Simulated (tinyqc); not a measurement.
# ESD clamp with bipolar snapback, compact model and design window: what changes with what

The drain junction multiplies the current that enters it: Igen = (M - 1)(Ic + I0), M = 1/(1 - (Vj/BV)^n). The generated holes leave through the substrate resistance and the base of the parasitic npn: Igen = Vb/Rb + Ic/be, Ic = Is exp(Vb/Vt). Terminal current I = Ic + I0 + Igen and voltage V = Vj + I Ro, per width. Isothermal, constant gain.

Inputs (values chosen for the exercise); values close to those of grounded-gate n-channel clamps:
```
symbol,value,unit,meaning
T,300,K,temperature
BV,12,V,junction breakdown voltage
n,2.8,,exponent of the multiplication
be,10,,current gain of the parasitic npn
Is,3.7e-17,A/um,saturation current
I0,3.7e-12,A/um,junction leakage
Rb,9900,ohm um,substrate resistance
Ro,100,ohm um,drain ballast and contact resistance
It2,7.5,mA/um,failure current for 100 ns
```

Constants: q = 1.602176634e-19 C, kB = 1.380649e-23 J/K, Vt = kB T/q. Results are converted to the units shown.

Each table varies one quantity; the others keep the values above.

## Effect of the current gain of the parasitic npn

For given Vb: Ic, Igen, M = 1 + Igen/(Ic + I0), Vj = BV (1 - 1/M)^(1/n), I and V. Vt1 is the maximum of V along the curve, Vh the following minimum, Vt2 the voltage at I = It2. It1 and Ih are the currents at Vt1 and Vh.

The same in every row: Vt1 (V) = 12.00.

Results:
```
be   It1 (uA/um)  Vh (V)  Ih (uA/um)  Vt2 (V)  Vt2 - Vt1 (V)
1          47.63   9.693        1583    10.16         -1.849
1.7        47.63   8.819        1959    9.224         -2.781
2.9        47.62   7.874        2391    8.216         -3.788
4.9        47.62   6.962        2865    7.241         -4.764
14         47.62   5.402        3965    5.561         -6.444
24         47.62   4.791        4593    4.896         -7.109
40         47.62   4.332        5208    4.395         -7.609
```

Estimate the missing row, be = 8.2.

Computed row:
```
be   It1 (uA/um)  Vh (V)  Ih (uA/um)  Vt2 (V)  Vt2 - Vt1 (V)
8.2        47.62   6.140        3381    6.359         -5.646
```

With this row back in the table: As be goes from 1 to 40, Vt1 stays near 12.0 V, It1 stays near 47.6 uA/um, Vh falls from 9.69 to 4.33 V and Vt2 falls from 10.2 to 4.40 V. Vt2 exceeds Vt1, the condition for all fingers to turn on, in 0 of the 8 rows. A higher gain needs less multiplication to hold, so Vh falls.

## Effect of the drain ballast and contact resistance

Same model as above.

Effect of the drain ballast and contact resistance:
```
Ro (ohm um)  Vt1 (V)  It1 (uA/um)  Vh (V)  Ih (uA/um)  Vt2 (V)  Vt2 - Vt1 (V)
30             12.00        44.30   5.520        6826    5.522         -6.479
52             12.00        45.82   5.649        5101    5.687         -6.315
92             12.00        47.39   5.822        3758    5.987         -6.017
160            12.01        48.92   6.040        2781    6.497         -5.510
280            12.01        50.47   6.323        2039    7.397         -4.616
490            12.02        52.02   6.685        1485    8.972         -3.052
860            12.04        53.59   7.147        1071    11.75        -0.2965
1500           12.08        55.17   7.721       767.2    16.55          4.469
```

What does the table show?

As Ro goes from 30 to 1500 ohm um, Vt1 rises from 12.0 to 12.1 V, It1 rises from 44.3 to 55.2 uA/um, Vh rises from 5.52 to 7.72 V and Vt2 rises from 5.52 to 16.5 V. Vt2 exceeds Vt1, the condition for all fingers to turn on, in 1 of the 8 rows. Ballast buys uniform turn-on with a higher clamping voltage.

## Effect of the substrate resistance

Same model as above.

Results:
```
Rb (ohm um)  Vt1 (V)  It1 (uA/um)  Vh (V)  Ih (uA/um)  Vt2 (V)  Vt2 - Vt1 (V)
2100           12.03        264.7   6.693        7320    6.694         -5.332
4600           12.01        111.6   6.194        5140    6.263         -5.748
21000          12.00        20.49   5.618        2504    5.943         -6.059
46000          12.00        8.419   5.449        1707    5.891         -6.110
99000          12.00        3.487   5.336        1168    5.867         -6.133
```

Estimate the missing row, Rb = 9900 ohm um.

Computed row:
```
Rb (ohm um)  Vt1 (V)  It1 (uA/um)  Vh (V)  Ih (uA/um)  Vt2 (V)  Vt2 - Vt1 (V)
9900           12.00        47.62   5.852        3592    6.047         -5.957
```

With this row back in the table: As Rb goes from 2100 to 99000 ohm um, Vt1 stays near 12.0 V, It1 falls from 265 to 3.49 uA/um, Vh falls from 6.69 to 5.34 V and Vt2 falls from 6.69 to 5.87 V. Vt2 exceeds Vt1, the condition for all fingers to turn on, in 0 of the 6 rows. It1 goes as Rb^(-1.12); the product It1 Rb, close to the base voltage at the trigger, goes from 0.556 to 0.345 V.

Computed by the program tinyqc: `OMP_NUM_THREADS=1 python tinyqc.py 2670002 2670003 out.jsonl`, one thread of a shared Intel Xeon 2.30GHz, about 0.01 s for the whole run.
